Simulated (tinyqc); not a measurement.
# Ferroelectric with a first-order transition, Landau-Devonshire energy: two studies

One domain with free energy u = al P^2 + be P^4 + ga P^6 - E P, al = a0 (T - T0), be < 0 < ga (P in uC/cm^2, E in kV/cm, u in mJ/cm^3). Equilibrium: E = 2 al P + 4 be P^3 + 6 ga P^5; a state is stable against small changes where dE/dP > 0. The coercive field is that of uniform switching, which real films, switching by domains, do not reach.

Inputs (values chosen for the exercise): slope of the quadratic coefficient a0 = 0.02 kV cm/(uC K); Curie-Weiss temperature T0 = 450 K; quartic coefficient be = -0.00099 kV cm^5/uC^3; sixth-order coefficient ga = 3.1e-7 kV cm^9/uC^5; temperature T = 300 K.

Constants: eps0 = 8.8541878128e-14 F/cm where lengths are in cm. Results are converted to the units shown.

Each table varies one quantity; the others keep the values above.

## The upper branch of the loop

Ps^2 = [-be + sqrt(be^2 - 3 al ga)]/(3 ga); Pc^2 = [-3 be + sqrt(9 be^2 - 15 al ga)]/(15 ga), Ec = -E(Pc); susceptibility chi = 1/(eps0 dE/dP). P is the largest root of E(P) = Ea.

The upper branch of the loop:

| Ea (kV/cm) | P (uC/cm^2) | u (mJ/cm^3) | chi |
|---|---|---|---|
| -290 | 44.69 | 5489 | 1531 |
| -270 | 46.73 | 4573 | 910.4 |
| -210 | 50.17 | 1656 | 491.0 |
| -120 | 53.28 | -3009 | 320.7 |
| 0 | 56.15 | -9584 | 230.6 |
| 150 | 58.81 | -1.821e4 | 176.1 |
| 300 | 60.92 | -2.720e4 | 144.8 |
| 610 | 64.34 | -4.664e4 | 108.4 |
| 1200 | 69.04 | -8.607e4 | 75.97 |

Read the table: what changes, and by how much?

P rises from 44.7 to 69.0 uC/cm^2, and chi falls from 1530 to 76.0. The branch ends at -Ec = -303 kV/cm, P = 40.8 uC/cm^2, where dE/dP vanishes and chi diverges; there P still has 73 % of Ps.

## Depolarisation in a thin film

Imperfect screening, an effective length ls = 0.025 nm at each electrode, adds the energy ls P^2/(eps0 t), so al becomes al + ls/(eps0 t) and T0 falls by ls/(eps0 a0 t) (short-circuited film, background permittivity neglected). TC = T0 + be^2/(4 a0 ga), where u(Ps) = u(0); T1 = T0 + be^2/(3 a0 ga), where the polar minimum disappears.

Results:

| t (nm) | fall of T0 (K) | Ps (uC/cm^2) | depolarising field 2 ls Ps/(eps0 t) (kV/cm) | u(Ps) (mJ/cm^3) |
|---|---|---|---|---|
| 73 | 193.4 | 38.88 | 300.8 | 120.5 |
| 120 | 117.6 | 49.16 | 231.4 | -2970 |
| 180 | 78.43 | 51.95 | 163.0 | -4980 |
| 290 | 48.68 | 53.71 | 104.6 | -6642 |
| 450 | 31.37 | 54.63 | 68.55 | -7658 |
| 710 | 19.88 | 55.20 | 43.91 | -8351 |
| 1100 | 12.83 | 55.54 | 28.51 | -8783 |
| 2800 | 5.042 | 55.91 | 11.28 | -9267 |

Estimate the missing row, t = 1800 nm.

Computed row:

| t (nm) | fall of T0 (K) | Ps (uC/cm^2) | depolarising field 2 ls Ps/(eps0 t) (kV/cm) | u(Ps) (mJ/cm^3) |
|---|---|---|---|---|
| 1800 | 7.843 | 55.78 | 17.50 | -9093 |

With this row back in the table: As the film thickens from 73 to 2800 nm, Ps rises from 38.9 to 55.9 uC/cm^2 (bulk 56.1) and the depolarising field falls from 301 to 11.3 kV/cm. The polar state is the lowest for t > 74.5 nm and exists at all for t > 69.7 nm.

Program tinyqc, `OMP_NUM_THREADS=1 python tinyqc.py 2860021 2860022 out.jsonl`; Intel Xeon 2.30GHz, shared host, one thread, about 0.01 s.
